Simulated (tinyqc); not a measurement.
Strained alloy layer of GaSb and GaAs on (001) InP, model-solid band line-up: one step of the calculation.

The layer is x parts of the first compound and 1 - x of the second, grown coherently on the third as substrate and barrier. Rows of the table: lattice constant a, average valence level Ea on an absolute scale, spin-orbit splitting so, gaps at Gamma, X and L, hydrostatic deformation potentials av and ac (Gamma), shear potential b, elastic constants, electron and heavy-hole (along z) masses. All are interpolated linearly in x; gaps get -C x (1 - x), taken wholly in the conduction band; real line-ups can differ from this model by 0.1 eV or more.

Task. Band edges and offsets. In-plane strain e = (a_substrate - a)/a, e_z = -2 (c12/c11) e, volume change 2 e + e_z. With v = 2 e + e_z and d = 2 b (e_z - e): Eav = Ea + av v; E_hh = Eav + so/3 - d/2; E_lh = Eav - so/6 + d/4 + sqrt(so^2 + so d + 9 d^2/4)/2; E_c = Ea + so/3 + EG + ac v (Gamma). Substrate: E_v = Ea + so/3, E_c = E_v + EG. Well depths: dEc = E_c(substrate) - E_c, dEhh = E_hh - E_v(substrate), dElh likewise; strained Gamma gap E_c - max(E_hh, E_lh); positive values confine carriers in the layer.

Parameters, values chosen for the exercise: fraction of the first compound in the layer x = 0.4; bowing of the Gamma gap CG = 1.43 eV; bowing of the X gap CX = 1.2 eV; bowing of the L gap CL = 1.2 eV.

Binary compounds, values chosen for the exercise:
```
,close to GaSb,close to GaAs,close to InP
a (angstrom),6.096,5.653,5.869
Ea (eV),-6.25,-6.92,-7.04
so (eV),0.75,0.339,0.111
EG (eV),0.728,1.42,1.34
EX (eV),1.04,1.92,2.22
EL (eV),0.822,1.71,1.91
av (eV),0.796,1.16,1.26
ac (eV),-6.8,-7.07,-5.07
b (eV),-2,-1.72,-1.71
c11 (GPa),88.5,117,102
c12 (GPa),40.7,54.1,56.9
me (m0),0.0395,0.0671,0.0795
mh (m0),0.248,0.349,0.537
```

Give: d; E_hh; E_lh; E_c; strained Gamma gap; dEc; dEhh; dElh.

Result.

d = 0.046893 eV
E_hh = -6.5004 eV
E_lh = -6.4514 eV
E_c = -5.7341 eV
strained Gamma gap = 0.71731 eV
dEc = 0.071095 eV
dEhh = 0.50262 eV
dElh = 0.55160 eV

The light-hole band lies on top, by 49.0 meV. At Gamma the line-up is type I, both carriers held in the layer.

Computed by the program tinyqc: `OMP_NUM_THREADS=1 python tinyqc.py 2690119 2690120 out.jsonl`, one thread of a shared Intel Xeon 2.30GHz, about 0.01 s for the whole run.
